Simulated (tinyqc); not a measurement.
# Threshold-voltage variability of a planar MOSFET, analytic estimates: what changes with what

Three independent sources add in quadrature: random dopants in the depleted layer, metal-gate grains of two orientations, and roughness of the two gate edges acting through the roll-off VT = VT(long) - Vr exp(-L/l). These are first-order estimates: no three-dimensional electrostatics, no percolation.

Values chosen for this exercise; material values close to those of silicon:

| symbol | value | unit | meaning |
|---|---|---|---|
| T | 300 | K | temperature |
| Eg | 1.1 | eV | band gap |
| eps_r | 11.9 |  | relative permittivity of the semiconductor |
| Nc | 2.75e19 | cm^-3 | conduction-band density of states at T |
| Nv | 2.66e19 | cm^-3 | valence-band density of states at T |
| Na | 4.8e17 | cm^-3 | channel doping |
| ti | 1.9 | nm | oxide-equivalent thickness in inversion |
| L | 65 | nm | gate length |
| W | 180 | nm | gate width |
| G | 5 | nm | metal grain size |
| dW | 0.2 | eV | work-function difference of the two grain orientations |
| p | 0.4 |  | share of the orientation of higher work function |
| De | 1 | nm | rms roughness of one gate edge |
| La | 30 | nm | correlation length of the roughness |
| l | 12 | nm | decay length of the threshold roll-off |
| Vr | 1 | V | prefactor of the roll-off |

Constants: q = 1.602176634e-19 C, kB = 1.380649e-23 J/K, Vt = kB T/q, eps0 = 8.8541878128e-14 F/cm where lengths are in cm. Results are converted to the units shown.

Each table varies one quantity; the others keep the values above.

## Effect of the gate length

ni = sqrt(Nc Nv) exp(-Eg/(2 Vt)), Eg in volts; Cox = 3.9 eps0/ti; Wd = sqrt(4 eps0 eps_r Vt ln(Na/ni)/(q Na)); dopants: s1 = (q/Cox) sqrt(Na Wd/(3 L W)). Grains: Ng = L W/G^2 (at least 1), s2 = dW sqrt(p (1 - p)/Ng). Edges, with exponential correlation and u = W/La: the mean gate length has sL^2 = 2 De^2 (2/u)[1 - (1 - exp(-u))/u]; s3 = sL (Vr/l) exp(-L/l). s = sqrt(s1^2 + s2^2 + s3^2). l and Vr are held fixed.

Result of one run:
```
L (nm),s1 (mV),s2 (mV),s3 (mV),s (mV),s sqrt(L W) (mV um)
140,4.938,3.086,5.327e-4,5.823,0.9244
```

What becomes of these results when the gate length L is changed from 140 to 99 nm, all else the same?

Result of the changed run:
```
L (nm),s1 (mV),s2 (mV),s3 (mV),s (mV),s sqrt(L W) (mV um)
99,5.873,3.670,0.01623,6.925,0.9244
```

The whole series:
```
L (nm),s1 (mV),s2 (mV),s3 (mV),s (mV),s sqrt(L W) (mV um)
39,9.357,5.847,2.409,11.29,0.9462
47,8.523,5.326,1.237,10.13,0.9314
57,7.740,4.837,0.5375,9.142,0.9260
68,7.086,4.428,0.2149,8.359,0.9247
82,6.453,4.032,0.06693,7.609,0.9245
99,5.873,3.670,0.01623,6.925,0.9244
120,5.334,3.333,0.002821,6.290,0.9244
140,4.938,3.086,5.327e-4,5.823,0.9244
```

As L goes from 39 to 140 nm, s falls from 11.3 to 5.82 mV. The dopants are the largest source in the first and the last row. The product s sqrt(L W) falls from 0.946 to 0.924 mV um: s1 and s2 go as 1/sqrt(L W), so the change comes from s3 alone. For L = 39 to 47 nm the depletion depth exceeds L, so source and drain share much of the charge and s1 is rough.

## Effect of the metal grain size

Same model as above.

l and Vr are held fixed.

The same in every row: s1 (mV) = 7.2477; s3 (mV) = 0.27597.

Effect of the metal grain size:
```
G (nm),s2 (mV),s (mV),s sqrt(L W) (mV um)
2,1.8116,7.4758,0.80863
3,2.7175,7.7453,0.83778
5,4.5291,8.5509,0.92492
7,6.3408,9.6338,1.0421
10,9.0582,11.604,1.2552
14,12.682,14.609,1.5802
20,18.116,19.514,2.1108
```

What does the table show?

As G goes from 2 to 20 nm, s rises from 7.48 to 19.5 mV. The largest source is the dopants in the first row and the grains in the last.

Program tinyqc, `OMP_NUM_THREADS=1 python tinyqc.py 2090074 2090075 out.jsonl`; Intel Xeon 2.30GHz, shared host, one thread, about 0.01 s.
